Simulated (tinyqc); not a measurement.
# Metal gate on a two-layer dielectric stack with fixed charge and a dipole: what changes with what

Gate, layer 2, layer 1, p-type semiconductor; x runs from the gate inwards. Charges are counted in units of +q. psi is the band bending at the surface, positive towards inversion. Classical charge, Boltzmann statistics, no interface traps.

Inputs (values chosen for the exercise); band and dielectric values close to those of 4H silicon carbide, layer 1 close to silicon dioxide, layer 2 close to zirconium oxide:

| symbol | value | unit | meaning |
|---|---|---|---|
| T | 350 | K | temperature |
| Eg | 3.24 | eV | band gap |
| eps_r | 9.7 |  | relative permittivity |
| Nc | 2.18e19 | cm^-3 | conduction-band density of states at T |
| Nv | 3.18e19 | cm^-3 | valence-band density of states at T |
| chi | 3.61 | eV | electron affinity |
| Na | 5.5e17 | cm^-3 | acceptor density |
| pM | 5.02 | eV | work function of the gate metal |
| t1 | 0.9 | nm | thickness of layer 1, next to the semiconductor |
| e1 | 3.81 |  | relative permittivity of layer 1 |
| t2 | 4.5 | nm | thickness of layer 2, next to the gate |
| e2 | 24.9 |  | relative permittivity of layer 2 |
| Q1 | 5.9e10 | cm^-2 | fixed charge at the semiconductor interface |
| Q2 | -2.6e12 | cm^-2 | fixed charge between the layers |
| r1 | 0 | cm^-3 | uniform charge density in layer 1 |
| r2 | 0 | cm^-3 | uniform charge density in layer 2 |
| Vd | 0 | V | flat-band shift by a dipole layer between the layers |

Constants: q = 1.602176634e-19 C, kB = 1.380649e-23 J/K, Vt = kB T/q, eps0 = 8.8541878128e-14 F/cm where lengths are in cm. Results are converted to the units shown.

Each table varies one quantity; the others keep the values above.

## Flat band against the thickness t2

EOT = 3.9 (t1/e1 + t2/e2), Cox = eps0/(t1/e1 + t2/e2); phi_ms = pM - (chi + Eg - Vt ln(Nv/Na)). Vfb = phi_ms + Vd - (q/eps0) [Q1 (t1/e1 + t2/e2) + Q2 t2/e2 + r1 (t1^2/(2 e1) + t1 t2/e2) + r2 t2^2/(2 e2)]: each charge counts with its electrical distance from the gate. ni = sqrt(Nc Nv) exp(-Eg/(2 Vt)), Eg in volts, pB = Vt ln(Na/ni), Vth = Vfb + 2 pB + sqrt(4 q eps0 eps_r Na pB)/Cox.

Flat band against the thickness t2:
```
t2 (nm)  EOT (nm)  Vfb (V)  Vth (V)
1           1.078   -1.692    1.526
2           1.235   -1.673    1.575
3           1.391   -1.655    1.624
4           1.548   -1.636    1.673
5           1.704   -1.618    1.722
6           1.861   -1.599    1.771
7           2.018   -1.581    1.820
8           2.174   -1.562    1.869
```

What does the table show?

Vfb rises from -1.69 to -1.56 V and Vth rises from 1.53 to 1.87 V. The slope dVfb/dEOT is 118 mV/nm between the first two rows and 118 between the last two: a straight line, set by the charge below the growing layer, which reads as -2.54e12 cm^-2. A line through the end rows meets EOT = 0 at -1.82 V, against phi_ms + Vd = -1.71 V; an effective work function read from it is off by -111 mV from pM.

## Threshold against doping

Same model as above.

Result of one run:
```
Na (cm^-3)  phi_ms (V)  2 pB (V)  Qd/Cox (V)  Vth (V)
1.7e16          -1.603     2.797     0.05387    1.329
```

What becomes of these results when the acceptor density Na is changed from 1.7e16 to 1.4e15 cm^-3, all else the same?

Result of the changed run:
```
Na (cm^-3)  phi_ms (V)  2 pB (V)  Qd/Cox (V)  Vth (V)
1.4e15          -1.527     2.646     0.01504    1.214
```

The whole series:
```
Na (cm^-3)  phi_ms (V)  2 pB (V)  Qd/Cox (V)  Vth (V)
1.4e15          -1.527     2.646     0.01504    1.214
4.8e15          -1.565     2.721     0.02823    1.265
1.7e16          -1.603     2.797     0.05387    1.329
6e16            -1.641     2.873      0.1026    1.415
2.1e17          -1.679     2.949      0.1944    1.545
7.4e17          -1.717     3.025      0.3696    1.758
2.6e18          -1.754     3.100      0.7014    2.128
```

Vth rises from 1.21 to 2.13 V. Of the change, phi_ms + 2 pB gives 227 mV (Vt ln 10 a decade) and the depletion charge 686 mV, growing as Na^(0.51).

tinyqc, about 0.01 s, one thread, Intel Xeon 2.30GHz (shared host): `OMP_NUM_THREADS=1 python tinyqc.py 2010062 2010063 out.jsonl`
